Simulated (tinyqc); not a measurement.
Tight binding, honeycomb lattice, step by step. One step of it, computed by the program tinyqc.

Problem. Levels at k. Diagonalise the Hermitian matrix.

H(k) at k (eV), order A, B:
```
[[2.338615, -1.022316+3.271143i],
 [-1.022316-3.271143i, -2.489467]]
```

Give: eigenvalues; weights |c|^2 of the basis functions.

Solution.

eigenvalues (eV): [-4.2675, 4.1166]

weights |c|^2 of the basis functions, order A, B:
```
[[0.2121, 0.7879],
 [0.7879, 0.2121]]
```
